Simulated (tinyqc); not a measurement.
Resistive crossbar, vector-matrix product with wire resistance: one step of the calculation.

2 rows and 2 columns. Cell (i, j) joins row node wij to column node bij. Each row is driven at its left end through one wire segment rw; neighbouring nodes along a row or a column are joined by rw; each column ends below the last row in one more rw and a virtual ground, where its current is read. Ideal output: I_j = sum_i V_i G_ij.

Problem. The nodal equations. Kirchhoff current law at every node, A x = b: A holds the sum of the conductances at a node on the diagonal and minus the conductance between two nodes off it (wire conductance 1/rw); b = V_i/rw at the first node of row i.

Inputs (values chosen for the exercise): wire resistance between neighbouring cells rw = 20 ohm; input voltages of the rows V = [0.13, 0.38] V.

cell conductances G (uS):
```
,column 1,column 2
row 1,460,220
row 2,290,160
```

Wanted: A; b.

Solution.

A (uS):
```
,w11,w12,w21,w22,b11,b12,b21,b22
w11,1.0046e5,-50000,0,0,-460.00,0,0,0
w12,-50000,50220,0,0,0,-220.00,0,0
w21,0,0,1.0029e5,-50000,0,0,-290.00,0
w22,0,0,-50000,50160,0,0,0,-160.00
b11,-460.00,0,0,0,50460,0,-50000,0
b12,0,-220.00,0,0,0,50220,0,-50000
b21,0,0,-290.00,0,-50000,0,1.0029e5,0
b22,0,0,0,-160.00,0,-50000,0,1.0016e5
```

b (uA): w11 6500.0, w12 0, w21 19000, w22 0, b11 0, b12 0, b21 0, b22 0

Computed by the program tinyqc: `OMP_NUM_THREADS=1 python tinyqc.py 2880117 2880118 out.jsonl`, one thread of a shared Intel Xeon 2.30GHz, about 0.03 s for the whole run.
